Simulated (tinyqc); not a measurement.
Domain walls in a thin film with perpendicular anisotropy: Bloch, Neel and chiral walls, motion and stripe domains: one step, computed by the program tinyqc.

One-dimensional wall: polar angle theta(x), azimuth phi of the moment in the wall (phi = 0 Neel, 90 degrees Bloch). mu_0 = 1.25663706212e-6 T m/A, gamma = 1.76085963023e11 rad/(s T).

Problem. Width and energy of the Bloch wall. K_eff = K_u - mu_0 M_s^2/2; Delta = sqrt(A/K_eff); sigma_0 = 4 sqrt(A K_eff); profile theta = 2 arctan exp(x/Delta); quality factor Q = 2 K_u/(mu_0 M_s^2).

Inputs (values chosen for the exercise, for a model film): saturation magnetisation M_s = 511 kA/m; exchange stiffness A = 20 pJ/m; uniaxial anisotropy K_u = 960 kJ/m^3.

Give: K_eff; width parameter Delta; sigma_0; quality factor Q.

Solution.

K_eff = 795.93 kJ/m^3

width parameter Delta = 5.0128 nm

sigma_0 = 15.959 mJ/m^2

quality factor Q = 5.8513
